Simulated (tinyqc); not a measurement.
Luttinger-Kohn k.p, four valence bands, step by step. One step of it, computed by the program tinyqc.

Problem. Bloch Hamiltonian at k. P = c g1 k^2, Q = c g2 (kx^2 + ky^2 - 2 kz^2), R = c sqrt3 [-g2 (kx^2 - ky^2) + 2i g3 kx ky], S = 2 c sqrt3 g3 (kx - i ky) kz, c = hbar^2/2m = 3.809982 eV angstrom^2; rows [P+Q, -S, R, 0], [-S*, P-Q, 0, R], [R*, 0, P-Q, S], [0, R*, S*, P+Q]. The path ends lie at |k| = 0.05 1/angstrom.

Luttinger parameters chosen for this model; energies are counted downward from the top of the valence band:
```
parameter      value  unit
g1         14.840000
g2          2.850000
g3          5.820000
```

k point k (1/angstrom): -0.036000  -0.018000  -0.014000

Give: H(k) at k.

Solution.

H(k) at k (eV):
```
                3/2            1/2           -1/2           -3/2
3/2           0.116  -0.039+0.019i  -0.018+0.050i          0.000
1/2   -0.039-0.019i          0.089          0.000  -0.018+0.050i
-1/2  -0.018-0.050i          0.000          0.089   0.039-0.019i
-3/2          0.000  -0.018-0.050i   0.039+0.019i          0.116
```
